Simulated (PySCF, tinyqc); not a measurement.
CISD on RHF in the sto-3g basis, for H3-, spin multiplicity 1, step by step. The basis has no diffuse functions, so it cannot describe the extra electron: this is an exercise in the method, not the real anion. The lowest restricted solution is unstable here: a spin-polarised one lies 0.0170 hartree lower (PySCF). Computed by tinyqc, a small Python program that keeps every step (integrals from PySCF). Settings: charge = -1, multiplicity = 1, basis = sto-3g, method = RHF, energy threshold = 1e-10, iteration cap = 70, orthogonalisation = symmetric, start = core, DIIS depth = 6, ci = CISD, davidson = 1. Command: `OMP_NUM_THREADS=1 python tinyqc.py 25890 25891 out.jsonl` (the two numbers bound the seeds that draw the settings). One thread of a shared host (Intel(R) Xeon(R) Processor @ 2.60GHz), about 0.07 s of CPU time with the checks. The early iterations of the SCF are left out here.

## One-electron integrals

Geometry (angstrom):
```
atom         x         y          z
H     0.000000  0.000000   0.000000
H     0.000000  0.000000   1.558000
H     0.000000  0.519000  -1.469000
```

Basis sto-3g: exponents (1/bohr^2) and contraction coefficients of normalised primitives:
```
element  l (shell)  exponent  coefficient
H            s (1)  3.425251     0.154329
H            s (1)  0.623914     0.535328
H            s (1)  0.168855     0.444635
```

Overlap, kinetic and nuclear-attraction integrals over the contracted functions; the nuclear repulsion is the sum of Za Zb / Rab.

nuclear repulsion = 0.85161088 hartree

overlap S, order 1H 1s, 2H 1s, 3H 1s:
```
[[1.000000, 0.236164, 0.236168],
 [0.236164, 1.000000, 0.015696],
 [0.236168, 0.015696, 1.000000]]
```

kinetic energy T (hartree), order 1H 1s, 2H 1s, 3H 1s:
```
[[0.760032, 0.005163, 0.005164],
 [0.005163, 0.760032, -0.006041],
 [0.005164, -0.006041, 0.760032]]
```

nuclear attraction V (hartree), order 1H 1s, 2H 1s, 3H 1s:
```
[[-1.903783, -0.355285, -0.355293],
 [-0.355285, -1.737501, -0.021552],
 [-0.355293, -0.021552, -1.737504]]
```

core Hamiltonian H = T + V (hartree), order 1H 1s, 2H 1s, 3H 1s:
```
[[-1.143751, -0.350122, -0.350129],
 [-0.350122, -0.977470, -0.027592],
 [-0.350129, -0.027592, -0.977472]]
```

## Two-electron integrals

Functions are numbered as in S; the eight-fold symmetry (ij|kl) = (ji|kl) = (kl|ij) leaves the list below.

Two-electron integrals (ij|kl) in chemists' order, unique and non-zero (hartree):
```
(11|11) 0.774606   (21|11) 0.124567   (21|21) 0.031258   (22|11) 0.334126
(22|21) 0.124567   (22|22) 0.774606   (31|11) 0.124570   (31|21) 0.019425
(31|22) 0.055153   (31|31) 0.031259   (32|11) 0.008355   (32|21) 0.001667
(32|22) 0.005513   (32|31) 0.001667   (32|32) 0.000113   (33|11) 0.334129
(33|21) 0.055152   (33|22) 0.172298   (33|31) 0.124570   (33|32) 0.005513
(33|33) 0.774606
```

## Orthogonalisation

S = U s U^T; symmetric (Loewdin) form X = U s^(-1/2) U^T, so that X^T S X = 1.

eigenvalues of S: [0.673767, 0.984304, 1.341930]

X, order 1H 1s, 2H 1s, 3H 1s:
```
[[1.044931, -0.125485, -0.125488],
 [-0.125485, 1.022266, 0.014325],
 [-0.125488, 0.014325, 1.022267]]
```

## Starting guess

The start is the orbitals of the core Hamiltonian; D = 2 C_occ C_occ^T.

D at the start, order 1H 1s, 2H 1s, 3H 1s:
```
[[1.288906, 0.435838, 0.435832],
 [0.435838, 1.163323, -0.868571],
 [0.435832, -0.868571, 1.163320]]
```

## Iteration 4 (converged): orbitals

converged F (hartree), order 1H 1s, 2H 1s, 3H 1s:
```
[[0.162768, -0.175763, -0.175766],
 [-0.175763, 0.156382, 0.008105],
 [-0.175766, 0.008105, 0.156379]]
```

Diagonalise F' = X^T F X, C = X C', fill 2 alpha and 2 beta electrons from the bottom; D = 2 C_occ C_occ^T. Each column has its largest component positive (the first on a tie).

F' = X^T F X (hartree):
```
[[0.275092, -0.238655, -0.238659],
 [-0.238655, 0.211982, 0.061341],
 [-0.238659, 0.061341, 0.211980]]
```

orbital energies (hartree): [-0.063306, 0.150640, 0.611720]

coefficients C, order 1H 1s, 2H 1s, 3H 1s:
```
[[0.612257, 0.000006, 0.865168],
 [0.430351, 0.712729, -0.606460],
 [0.430367, -0.712716, -0.606467]]
```

D after iteration 4, order 1H 1s, 2H 1s, 3H 1s:
```
[[0.749717, 0.526980, 0.526981],
 [0.526980, 1.386370, -0.645529],
 [0.526981, -0.645529, 1.386358]]
```

## Convergence

Stop when the energy changes by less than 1e-10 hartree and every element of the error matrix X^T (F D S - S D F) X is below 3e-06.

Course of the cycle:
```
iteration  E (hartree)     change  largest element of the error matrix
1          -1.11992397          -                             2.11e-01
2          -1.19613604  -7.62e-02                             6.48e-04
3          -1.19613667  -6.23e-07                             6.71e-07
4          -1.19613667  -5.65e-13                             7.94e-08
```

PySCF RHF in the same basis = -1.19613667 hartree

Converged in 4 iterations.

## Populations, bond orders and dipole

Mulliken: Z minus the diagonal of D S on the atom; Loewdin: the same with S^(1/2) D S^(1/2); Mayer order: 2 sum_s sum (D(s) S)_ij (D(s) S)_ji over the two atoms.

Charges (e):
```
atom   Mulliken    Loewdin
1H     0.001373   0.002623
2H    -0.500691  -0.501316
3H    -0.500682  -0.501307
```

Mayer bond orders:
```
pair     order
2-1   0.499994
3-1   0.500004
3-2   0.249314
```

dipole moment about the origin, x y z (debye): [0.000000, -1.248132, -0.214103]

## Integrals over molecular orbitals

(pq|rs) = sum C_ip C_jq C_kr C_ls (ij|kl), one index at a time.

one-electron integrals over orbitals h = C^T H C (hartree):
```
[[-1.170057, 0.000000, -0.081928],
 [0.000000, -0.965026, -0.000001],
 [-0.081928, -0.000001, -0.860603]]
```

Two-electron integrals over orbitals (pq|rs), unique and non-zero (hartree):
```
(11|11) 0.468494    (21|11) -3.49e-06   (21|21) 0.155003    (22|11) 0.396630
(22|21) 3.83e-06    (22|22) 0.477409    (31|11) 0.079705    (31|21) 3.24e-06
(31|22) -0.075522   (31|31) 0.160065    (32|11) 4.60e-06    (32|21) -0.153267
(32|22) -0.000005   (32|31) -6.89e-07   (32|32) 0.160053    (33|11) 0.482798
(33|21) -8.76e-07   (33|22) 0.413423    (33|31) 0.082692    (33|32) 2.17e-06
(33|33) 0.510986
```

## CISD: determinants and Hamiltonian

Hartree-Fock energy = -1.19613667 hartree

Slater-Condon rules over spin orbitals, with the nuclear repulsion added and E(HF) subtracted on the diagonal.

Occupation strings over the orbitals (2 doubly, a alpha, b beta, 0 empty; spin orbitals ordered 1a 1b 2a 2b ...): 220 2ab a2b 2ba b2a 202 ab2 ba2 022

H - E(HF) between determinants (hartree), order 220, 2ab, a2b, 2ba, b2a, 202, ab2, ba2, 022:
```
[[0.000000, 0.000000, 0.000000, 0.000000, 0.000000, 0.160053, 0.000001, -0.000001, 0.160065],
 [0.000000, 0.207710, 0.000000, -0.160053, 0.000001, 0.000007, -0.153267, 0.158213, -0.000003],
 [0.000000, 0.000000, 0.352292, 0.000001, -0.160065, 0.153267, 0.000002, -0.000003, 0.002987],
 [0.000000, -0.160053, 0.000001, 0.207710, 0.000000, -0.000007, 0.158213, -0.153267, 0.000003],
 [0.000000, 0.000001, -0.160065, 0.000000, 0.352292, -0.153267, -0.000003, 0.000002, -0.002987],
 [0.160053, 0.000007, 0.153267, -0.000007, -0.153267, 0.576969, -0.000005, 0.000005, 0.155003],
 [0.000001, -0.153267, 0.000002, 0.158213, -0.000003, -0.000005, 0.571398, -0.155003, 0.000002],
 [-0.000001, 0.158213, -0.000003, -0.153267, 0.000002, 0.000005, -0.155003, 0.571398, -0.000002],
 [0.160065, -0.000003, 0.002987, 0.000003, -0.002987, 0.155003, 0.000002, -0.000002, 0.718469]]
```

## CISD: roots

Diagonalise (each vector has its largest component positive (the first on a tie)); all determinants have Ms = 0, so triplets appear too. The lowest singlet root is the correlation energy.

lowest roots of this matrix, relative to E(HF) (hartree): [-0.064017, 0.047590, 0.187672, 0.192227, 0.312769, 0.416461, 0.640067, 0.906492]

lowest vectors, order 220, 2ab, a2b, 2ba, b2a, 202, ab2, ba2, 022:
```
[[0.956834, 0.000000, -0.000005, 0.000000],
 [0.000002, 0.707043, 0.612153, 0.000004],
 [0.062619, -0.000004, 0.000004, 0.707107],
 [-0.000002, 0.707043, -0.612153, 0.000004],
 [-0.062619, -0.000004, -0.000004, 0.707107],
 [-0.232559, 0.000000, -0.000020, 0.000000],
 [-0.000002, -0.009482, 0.353933, 0.000002],
 [0.000002, -0.009482, -0.353933, 0.000002],
 [-0.150140, 0.000000, 0.000012, 0.000000]]
```

<S^2> of these roots: [0.000000, 2.000000, 0.000000, 2.000000, 0.000000, 2.000000, 0.000000, 0.000000]

weight of the ground state by excitation level 0, 1, 2, ...: [0.915532, 0.007842, 0.076626]

With one virtual orbital singles and doubles already span the full space.

## The lowest root by the Davidson method

Start from the reference; add the residual divided by (theta - H_ii), orthogonalised, at each step.

Davidson iterations:
```
iteration  subspace  lowest Ritz value (hartree)  residual norm
1                 1                            0       2.26e-01
2                 2                  -0.06000636       4.43e-02
3                 3                  -0.06367200       1.36e-02
4                 4                  -0.06401741       1.29e-06
5                 5                  -0.06401741       4.21e-08
```
